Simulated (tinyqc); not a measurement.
Worked calculation: Pariser-Parr-Pople SCF with singles CI, for the molecule C=C1C=CC(F)=C1 (SMILES; centres numbered as the heavy atoms are written). One step of it, computed by the program tinyqc.

Question. Iteration 3: orbitals and new P. Diagonalise F (the basis is taken as orthonormal) and form P = 2 sum c c over the lowest orbitals.

F (eV), lower triangle:
```
           1C         2C         3C         4C         5C          6F         7C
1C  -5.633410
2C  -5.692879  -5.503550
3C  -0.582501  -3.853731  -5.337501
4C   0.530870   0.183880  -5.717809  -5.309294
5C   0.652956   0.072183   0.073825  -4.153191  -5.017055
6F  -0.162045   0.024253   0.052634   0.149930  -3.148397  -17.499485
7C  -0.203052  -4.090735   0.921763   0.293693  -5.566069    0.467080  -5.563065
```

pi electrons, sum of z_r less the charge = 8

Give: orbital energies; P after iteration 3.

Answer.

orbital energies (eV): -18.413  -14.616  -10.980  -9.954  -2.043  2.912  3.231

P after iteration 3, lower triangle:
```
        1C      2C      3C      4C     5C      6F     7C
1C   0.852
2C   0.855   0.995
3C   0.208   0.340   1.027
4C  -0.286  -0.062   0.848   1.051
5C  -0.325  -0.026  -0.032   0.428  0.969
6F   0.088  -0.008  -0.015  -0.058  0.196   1.962
7C   0.092   0.386  -0.347  -0.078  0.819  -0.158  1.145
```
